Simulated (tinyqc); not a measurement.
Binding against carrier density: donor level screened by free carriers (Yukawa potential).

Screening wave number: Debye ks^2 = 4 pi q n/(eps kB T); Thomas-Fermi ks^2 = 6 pi q n/(eps EF) with EF = c (3 pi^2 n/gv)^(2/3)/m, c = hbar^2/2m0; the two are joined by 1/ks^2 = sqrt(1/ks_D^4 + 1/ks_TF^4). 1e18/cm^3 = 1e-6/angstrom^3, q = e^2/(4 pi eps0).

Potential -(q/(eps r)) exp(-ks r), q = e^2/(4 pi eps0). In units Ry* = Ry m/eps^2 and a* = a0 eps/m the problem is [-Laplacian - 2 exp(-x r)/r] psi = E psi with x = ks a*.

Converged values use 18 functions exp(-z r), z = 1.55^i, i = -11 to 6: S = 2/A^3, H = z_i z_j S - 2/(A + x)^2, A = z_i + z_j.

Constants: e^2/(4 pi eps0) = 14.39964547 eV angstrom; kB = 8.617333262e-05 eV/K; hbar^2/2m0 = 3.80998211 eV angstrom^2.

Inputs chosen for the exercise (near those of a donor in Ge, with one mean mass; not measured data):
- m = 0.163 m0 (mass)
- eps = 16.3 (dielectric constant)
- gv = 4 (valleys)
- T = 300 K (temperature)
- nl = (0.0026, 0.0087, 0.026, 0.087, 0.26, 0.87, 2.6) x 1e18/cm^3 (densities)

Ry* = 8.3471 meV
a* = 52.918 angstrom

x from the joined ks; converged 1s binding (dash: x above 1.17, at or past the limit 1.19 where the state unbinds).

Results:

| n (1e18/cm^3) | EF/kB T | 1/ks (angstrom) | x | binding (meV) | n^(1/3) a* |
|---|---|---|---|---|---|
| 0.0026 | 0.01 | 946.4 | 0.056 | 7.45 | 0.073 |
| 0.0087 | 0.01 | 517.4 | 0.102 | 6.76 | 0.109 |
| 0.026 | 0.03 | 299.3 | 0.177 | 5.75 | 0.157 |
| 0.087 | 0.07 | 163.7 | 0.323 | 4.06 | 0.234 |
| 0.26 | 0.14 | 94.8 | 0.558 | 2.05 | 0.338 |
| 0.87 | 0.31 | 52.3 | 1.012 | 0.15 | 0.505 |
| 2.6 | 0.65 | 31.2 | 1.694 | - | 0.728 |

How do the results move, and what explains it?

The binding falls from 7.5 to 0.2 meV (bare value 8.3); it passes half the bare value between 0.026 and 0.087 x 1e18/cm^3. The level is unbound, or bound by less than 0.001 Ry*, from 2.6 x 1e18/cm^3 on; as the density rises, it is lost by the time n^(1/3) a* reaches 0.73. x grows with exponent 0.50 in n at the start and 0.47 at the end (1/2 for Debye, 1/6 for Thomas-Fermi screening). The level survives to n^(1/3) a* = 0.51, past the 0.26 of the Mott rule, which corresponds to x = 1 for one valley with degenerate screening; here the level lasts until x = 1.19, the screening is at most the degenerate value, and overlap of donors is left out.

Run: tinyqc, `OMP_NUM_THREADS=1 python tinyqc.py 1250567 1250568 out.jsonl`; Intel(R) Xeon(R) Processor @ 2.30GHz, one thread, shared host; about 0.01 s of CPU time with all checks.
